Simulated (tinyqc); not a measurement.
# Arrhenius plot from several rate windows

Emission rate en = sn vth(T) Nc(T) exp(-Et/kB T) = sn g T^2 exp(-Et/kB T), g = vth Nc/(300 K)^2, as vth goes as T^0.5 and Nc as T^1.5 (degeneracy factor 1). Here the cross-section is thermally activated, sn exp(-Eb/kB T) with Eb = 0.03 eV. Each window ew gives the temperature where en = ew.

Inputs (values chosen for the exercise); material values close to those of 4H silicon carbide:

| symbol | value | unit | meaning |
|---|---|---|---|
| Nc | 1.67e19 | cm^-3 | conduction-band density of states at 300 K |
| vth | 1.9e7 | cm/s | thermal velocity at 300 K |
| Et | 0.34 | eV | depth of the trap below the conduction edge |
| sn | 2.3e-15 | cm^2 | capture cross-section |

Constants: q = 1.602176634e-19 C, kB = 1.380649e-23 J/K. Results are converted to the units shown.

Result of one run:
```
ew (1/s),T peak (K),q/kB T (1/eV),ln(ew/T^2),ln ew
1.7,167.59,69.245,-9.7124,0.53063
```

What becomes of these results when the rate window ew is changed from 1.7 to 430 1/s, all else the same?

Result of the changed run:
```
ew (1/s),T peak (K),q/kB T (1/eV),ln(ew/T^2),ln ew
430,209.13,55.488,-4.6222,6.0638
```

The whole series:
```
ew (1/s),T peak (K),q/kB T (1/eV),ln(ew/T^2),ln ew
1.7,167.59,69.245,-9.7124,0.53063
5.1,174.52,66.495,-8.6948,1.6292
15,181.88,63.803,-7.6986,2.7081
47,190.36,60.962,-6.6476,3.8501
140,199.19,58.258,-5.6469,4.9416
430,209.13,55.488,-4.6222,6.0638
1300,219.91,52.770,-3.6163,7.1701
3900,231.71,50.083,-2.6222,8.2687
```

The peak rises from 168 to 232 K. ln(ew/T^2) against q/kB T is a straight line of slope -0.3700 eV, which is Et + Eb and not Et = 0.34 eV: a capture barrier adds to the activation energy. Its intercept gives sn = 2.30e-15 cm^2. Leaving out the T^2 gives 0.4038 eV, too high by about 2 kB T.

Numbers from tinyqc (`OMP_NUM_THREADS=1 python tinyqc.py 2050157 2050158 out.jsonl`; about 0.01 s on one thread of a shared Intel Xeon 2.30GHz).
